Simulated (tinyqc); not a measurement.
Inputs raised by 5 %, one at a time: rapid thermal processing of a wafer: radiative balance, ramp and cooling, pattern effects, pyrometer error and spike budget. Computed by tinyqc, a small Python program. Command: `OMP_NUM_THREADS=1 python tinyqc.py 3113582 3113583 out.jsonl rtp sens`. One thread of a shared host (Intel(R) Xeon(R) Processor @ 2.30GHz), about 0.1 s of CPU time with the checks.

The wafer is opaque and uniform through its thickness unless said otherwise; temperatures in formulas are in kelvin (C + 273.15). sigma = 5.670374419e-12 W/(cm^2 K^4).

Inputs (values chosen for the exercise, modelled on a hot silicon wafer):
```
quantity                                              value         unit
wafer thickness d                                       625   micrometre
heat capacity per volume C                             2.16   J/(cm^3 K)
thermal conductivity k                                 0.28     W/(cm K)
emissivity eps of each face                            0.57            -
reflectivity of the chamber walls r                    0.35            -
gas heat-transfer coefficient h, both faces together    1.5  mW/(cm^2 K)
wall temperature T_w                                    500            K
process temperature                                     620            C
starting temperature                                    550            C
ramp rate                                               130          K/s
relative change of absorptivity over a pattern          1.5            %
period of the pattern                                    31           mm
pyrometer wavelength                                    4.5   micrometre
error of the assumed emissivity                         1.4            %
activation energy of the process E_a                   3.66           eV
```

Constants: k_B = 8.617333262e-05 eV/K; h = 6.62607015e-34 J s; c = 299792458 m/s; k_B = 1.380649e-23 J/K.

Method:
- Effective emissivity between parallel grey plates: eps_eff = 1/(1/eps + 1/(1 - r) - 1). Loss per area q(T) = 2 eps_eff sigma (T^4 - T_w^4) + h (T - T_w).
- Absorbed power during a ramp = q(T) + C d x ramp rate; thermal time constant tau = C d/(dq/dT), dq/dT = 8 eps_eff sigma T^3 + h; natural cooling rate q/(C d); front-to-back difference under one-sided heating at the end of the ramp = (absorbed power) d/(2 k).
- Cooling with the lamps off: C d dT/dt = -q(T), integrated adaptively (relative tolerance 1e-10).
- Spike anneal: linear ramp to the peak, then lamps off. Equivalent time at the peak = int exp(-(E_a/k_B)(1/T - 1/T_peak)) dt; estimate (k_B T^2/E_a)(1/ramp rate + 1/cooling rate). The ramp part uses 4000 trapezoid steps, the cooling part 4000 steps over 4 tau.
- Time within 50 K of the peak from the same curves.
- At steady state a sinusoidal change of absorbed power of relative amplitude a and period p gives the temperature amplitude a q/(dq/dT + k d (2 pi/p)^2); healing length l = sqrt(k d/(dq/dT)); process change = E_a dT/(k_B T^2). Emissivity is taken as unchanged.
- Signal proportional to eps/(exp(c2/(lambda T)) - 1), c2 = h c/k_B. If the assumed emissivity is too high by the given error, the reading T' solves (1 + error)/(exp(c2/(lambda T')) - 1) = 1/(exp(c2/(lambda T)) - 1). Wien estimate: T' - T = -lambda T^2 ln(1 + error)/c2. Process rates go as exp(-E_a/(k_B T)).

Runs; columns: (1) input moved; (2) from; (3) to; (4) holding power q (W/cm^2); (5) equivalent time, total (s); (6) amplitude (K); (7) reading less true temperature (K):
```
(1)                                                                  (2)     (3)     (4)      (5)      (6)      (7)
base run                                                               -       -  3.4281  0.90973  0.58776  -3.3600
emissivity eps of each face                                         0.57  0.5985  3.5354  0.88644  0.60249  -3.3600
gas heat-transfer coefficient h, both faces together (mW/(cm^2 K))   1.5   1.575  3.4576  0.90288  0.59231  -3.3600
ramp rate (K/s)                                                      130   136.5  3.4281  0.90322  0.58776  -3.3600
activation energy of the process E_a (eV)                           3.66   3.843  3.4281  0.86544  0.58776  -3.3600
thermal conductivity k (W/(cm K))                                   0.28   0.294  3.4281  0.90973  0.56456  -3.3600
pyrometer wavelength (micrometre)                                    4.5   4.725  3.4281  0.90973  0.58776  -3.5087
error of the assumed emissivity (%)                                  1.4    1.47  3.4281  0.90973  0.58776  -3.5262
```

Exponents ln(y'/y) / ln(x'/x):
```
input                                                 holding power q  equivalent time, total  amplitude  reading less true temperature
emissivity eps of each face                                     0.632                  -0.531      0.507                          0.000
gas heat-transfer coefficient h, both faces together            0.176                  -0.155      0.158                          0.000
ramp rate                                                       0.000                  -0.147      0.000                          0.000
activation energy of the process E_a                            0.000                  -1.023      0.000                          0.000
thermal conductivity k                                          0.000                   0.000     -0.825                          0.000
pyrometer wavelength                                            0.000                   0.000      0.000                          0.888
error of the assumed emissivity                                 0.000                   0.000      0.000                          0.989
```

Among the inputs moved here: holding power q answers most in size to emissivity eps of each face (exponent +0.632), next to gas heat-transfer coefficient h, both faces together (+0.176); its exponent is below 0.0005 for ramp rate, activation energy of the process E_a, thermal conductivity k, pyrometer wavelength, error of the assumed emissivity. Equivalent time, total answers most in size to activation energy of the process E_a (exponent -1.023), next to emissivity eps of each face (-0.531); its exponent is below 0.0005 for thermal conductivity k, pyrometer wavelength, error of the assumed emissivity. Amplitude answers most in size to thermal conductivity k (exponent -0.825), next to emissivity eps of each face (+0.507); its exponent is below 0.0005 for ramp rate, activation energy of the process E_a, pyrometer wavelength, error of the assumed emissivity. Reading less true temperature answers most in size to error of the assumed emissivity (exponent +0.989), next to pyrometer wavelength (+0.888); its exponent is below 0.0005 for emissivity eps of each face, gas heat-transfer coefficient h, both faces together, ramp rate, activation energy of the process E_a, thermal conductivity k.

Caution (all rows): below about 600 C lightly doped silicon is partly transparent at this wavelength, so its emissivity is not yet the hot value early in the ramp.
